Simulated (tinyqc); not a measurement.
From results back to parameters: optical gain and spontaneous emission in a bulk direct-gap semiconductor. Three cases, with inputs chosen for the exercise.

Problem. The gain spectrum crosses zero at E0 = Eg + Fc + Fv; n = p is hidden.

F_j(eta) = (1/Gamma(j + 1)) integral_0^infinity x^j dx/(1 + exp(x - eta)), which tends to exp(eta) for eta << 0.

Quasi-Fermi levels: n = Nc F_1/2(Fc/kT) and p = Nv F_1/2(Fv/kT), Fc counted up from the conduction edge and Fv down from the valence edge; Nc, Nv from N = 2 (m kB T/(4 pi c))^(3/2) with c = hbar^2/2m0, in 1/angstrom^3; times 1e24 for 1/cm^3, with me and (mhh^(3/2) + mlh^(3/2))^(2/3).

Constants: hbar^2/2m0 = 3.80998211 eV angstrom^2; kB = 8.617333262e-05 eV/K.

Case 1.

Values chosen (near those of GaN; not measured data): Eg = 3.379 eV (direct gap); me = 0.2059 m0 (electron mass); mhh = 1.446 m0 (heavy-hole mass); mlh = 0.2873 m0 (light-hole mass); T = 350 K.

E0 = 3.44698 eV

Case 2.

Values chosen (near those of InGaAs; not measured data): Eg = 0.766 eV (direct gap); me = 0.0394 m0 (electron mass); mhh = 0.475 m0 (heavy-hole mass); mlh = 0.0506 m0 (light-hole mass); T = 350 K.

E0 = 0.90218 eV

Case 3.

Values chosen (near those of InP; not measured data): Eg = 1.38 eV (direct gap); me = 0.0801 m0 (electron mass); mhh = 0.6 m0 (heavy-hole mass); mlh = 0.0903 m0 (light-hole mass); T = 300 K.

E0 = 1.46052 eV

Find: Fc; Fv; n.

Solution. Fc + Fv rises steadily with n, so one n gives E0 - Eg; solve by bisection on ln n.

Case 1.

Fc = 0.105 eV
Fv = -0.037 eV
n = 1.6e+19 1/cm^3

Case 2.

Fc = 0.175 eV
Fv = -0.039 eV
n = 2.7e+18 1/cm^3

Case 3.

Fc = 0.107 eV
Fv = -0.027 eV
n = 3.9e+18 1/cm^3

Computed by tinyqc, one run a case: `OMP_NUM_THREADS=1 python tinyqc.py N N+1 out.jsonl` with N = 1652669, 1652688, 1652756; one thread of a shared Intel(R) Xeon(R) Processor @ 2.30GHz, about 0.1 s a run at most.
